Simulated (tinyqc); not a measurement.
Length offset and series resistance from crossing lines.

Problem. R_total = Rs + k (L - dL)/Vo with constant Rs, dL and k. Find k, dL and Rs.

R_total at (L, Vo) = (45, 0.34), (90, 0.34), (45, 1) and (90, 1), L in nm and Vo in V (ohm um): [336.94118, 628.11765, 175.94000, 274.94000]

Answer. At each overdrive R is a straight line in L with slope k/Vo; the two lines cross at L = dL, R = Rs.

k = 2.20 ohm um V/nm
dL = 7.30 nm
Rs = 93.0 ohm um

Numbers from tinyqc (`OMP_NUM_THREADS=1 python tinyqc.py 2282169 2282170 out.jsonl`; about 0.03 s on one thread of a shared Intel Xeon 2.30GHz).
